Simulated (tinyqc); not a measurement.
What each parameter does: shallow donor in an anisotropic valley (effective-mass theory).

One valley: H = -c [(d2/dx2 + d2/dy2)/mt + (d2/dz2)/ml] - q/(eps r), c = hbar^2/2m0, q = e^2/(4 pi eps0). Trial function exp(-sqrt((x^2 + y^2)/a^2 + z^2/b^2)) with a > b: T = (c/3)(2/(mt a^2) + 1/(ml b^2)), V = -(q/eps) atan(u/b)/u, u = sqrt(a^2 - b^2). The central cell of the impurity is left out.

Constants: hbar^2/2m0 = 3.80998211 eV angstrom^2; e^2/(4 pi eps0) = 14.39964547 eV angstrom.

Values chosen for the exercise (out of a larger set: near those of AlAs; not measured data):
```
symbol  value  unit  meaning
ml      1.099  m0    longitudinal mass
mt      0.196  m0    transverse mass
eps     10.3         dielectric constant
```

The minimum of the trial energy.

One parameter was then changed.

Results before and after:
```
case     E (meV)  a (angstrom)  b (angstrom)    b/a
base      -40.79         20.33         11.07  0.545
changed   -50.04         18.35         10.00  0.545
```

Which of these changes was made? (a) ml = 0.879 m0; (b) eps = 9.3; (c) mt = 0.176 m0.
Answer: (b) eps = 9.3. Of the candidates, run in turn, only this one gives the changed row.

All candidates:
```
case           E (meV)  a (angstrom)  b (angstrom)    b/a
base            -40.79         20.33         11.07  0.545
ml = 0.879 m0   -38.69         21.04         12.39  0.589
mt = 0.176 m0   -37.54         22.28         11.69  0.525
eps = 9.3       -50.04         18.35         10.00  0.545
```

eps only rescales the solution (E as 1/eps^2, lengths as eps), so b/a depends on ml/mt alone.

Program tinyqc; command `OMP_NUM_THREADS=1 python tinyqc.py 1281456 1281457 out.jsonl`; about 0.01 s on one thread of a shared Intel(R) Xeon(R) Processor @ 2.30GHz.
